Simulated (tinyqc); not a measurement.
# A particle near a wafer in liquid: double-layer and van der Waals forces (DLVO), deposition barrier and removal, step by step

A worked calculation. Computed by tinyqc, a small Python program that keeps every step. Command: `OMP_NUM_THREADS=1 python tinyqc.py 3113164 3113165 out.jsonl dlvo walk`. One thread of a shared host (Intel(R) Xeon(R) Processor @ 2.30GHz), about 0.01 s of CPU time with the checks. Intermediate numbers are printed to about 5 digits and carried at full precision; extremes and crossings named in words are read from the listed rows.

Sphere and flat wall, Derjaguin approximation, constant potentials in the linear-superposition form, no retardation and no hydration force.

Inputs (values chosen for the exercise, of the order of those for ceria on silica in water):
```
quantity                             value   unit
particle radius R                      370     nm
Hamaker constant A                 1.5e-20      J
potential of the particle psi_1         24     mV
potential of the wafer psi_2           -68     mV
salt concentration c                 0.002  mol/L
valence z of the symmetric salt          2      -
temperature T                          323      K
dielectric constant of the liquid     69.9      -
gap h                                  1.7     nm
contact distance h0                    0.3     nm
contact radius over R                 0.06      -
viscosity                              0.8  mPa s
```

Constants: e = 1.602176634e-19 C; N_A = 6.02214076e+23 1/mol; eps_0 = 8.8541878128e-12 F/m; k_B = 1.380649e-23 J/K; k_B = 8.617333262e-05 eV/K.

## Screening

kappa^2 = 2 z^2 e^2 N_A (1000 c)/(eps eps_0 k_B T); gamma_i = tanh(z e psi_i/(4 k_B T)); Z = 64 pi eps eps_0 (k_B T/(z e))^2 gamma_1 gamma_2.

kappa = 0.29936 1/nm

Debye length = 3.3405 nm

gamma_1 = 0.40626

gamma_2 = -0.84010

Z = -8.2260 pN

kappa R = 110.76

Opposite signs: the double layers attract.

## Energy and force at one gap

U(h) = Z R exp(-kappa h) - A R/(6 h); F(h) = -dU/dh = kappa Z R exp(-kappa h) - A R/(6 h^2), positive for repulsion.

double-layer energy = -410.29 k_B T

van der Waals energy = -122.01 k_B T

U(h) = -532.30 k_B T

F(h) = -867.80 pN

Caution: for kappa h below 1 linear superposition is only rough, and charge regulation matters.

## The curve

The formulas are those given above.

Against the gap:
```
h (nm)  kappa h  U (k_B T)       F (pN)
0.4       0.120    -1124.0  -6.5896e+03
0.6       0.180     -916.0  -3.3308e+03
1.0       0.299     -713.4  -1.6004e+03
1.5       0.449     -573.9  -9.9263e+02
2.5       0.748     -405.9  -5.7908e+02
4.0       1.197     -258.0  -3.3295e+02
7.0       2.096     -113.6  -1.3095e+02
12.0      3.592      -36.1  -3.1512e+01
20.0      5.987      -12.1  -4.6002e+00
40.0     11.974       -5.2  -5.8387e-01
```

Caution: in rows with kappa h below 1 linear superposition is only rough.

## Removing an attached particle

Adhesion F_a = A R/(6 h0^2) [1 + a^2/(R h0)] - kappa Z R exp(-kappa h0), a the contact radius. Drag in a shear flow F_d = 1.7 x 6 pi mu R^2 G, acting at 1.4 R; rolling starts when 1.4 R F_d = a F_a. Wall shear stress = mu G.

van der Waals adhesion = 55911 pN

net adhesion F_a = 56744 pN

wall shear stress for rolling = 554.36 Pa

shear rate G = 6.9295e+05 1/s

Checks made by the program: force against a difference of U (relative difference below 1e-10).
